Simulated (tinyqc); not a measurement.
Keating valence-force model of a tetrahedral crystal: one step, computed by the program tinyqc. Command: `OMP_NUM_THREADS=1 python tinyqc.py 3022688 3022689 out.jsonl keating walk`. One thread of a shared host (Intel(R) Xeon(R) Processor @ 2.30GHz), about 0.02 s of CPU time with the checks.

Atom A sits at 0 and atom B at a/4 (1,1,1) of an fcc lattice; the four bonds from A are t = a/4 (1,1,1), a/4 (1,-1,-1), a/4 (-1,1,-1), a/4 (-1,-1,1), of length d = sqrt(3) a/4. Energy: E = (3 alpha/(8 d^2)) sum over bonds (r.r - d^2)^2 + (3 beta/(8 d^2)) sum over pairs of bonds at one atom (r_i.r_j + d^2/3)^2, with beta_A for the six pairs at A and beta_B for the six at B. The cell holds two atoms, Omega = a^3/4. 1 N/m = 1 J/m^2. With constants fitted to the elastic moduli this model puts optical and zone-boundary frequencies of real crystals too high, by up to about 20 % in elemental crystals and up to about 50 % in compounds, and mostly by more for TA modes; in compounds the lattice part of the static dielectric constant then comes out too low.

Task: Optical mode at the zone centre. beta = (beta_A + beta_B)/2; mu = M_A M_B/(M_A + M_B); lambda = 4 (alpha + beta)/mu with the springs in eV/angstrom^2; nu = 15.6333042 THz x sqrt(lambda).

Inputs (values chosen for the exercise, modelled on gallium phosphide):
```
quantity               value  unit
mass M_A               69.72     u
mass M_B               30.97     u
bond stretching alpha   47.1   N/m
bond bending beta_A     10.4   N/m
bond bending beta_B     10.4   N/m
```

Structure: zinc blende.

Constants: nu for 1 eV/(angstrom^2 u) = 15.6333042 THz; 1 eV/angstrom^2 = 16.02176634 J/m^2; 1 THz = 33.35640952 1/cm.

Give: reduced mass mu; nu_TO at G; the same as a wavenumber.

Result:

reduced mass mu = 21.44 u

nu_TO at G = 12.79 THz

the same as a wavenumber = 426.7 1/cm
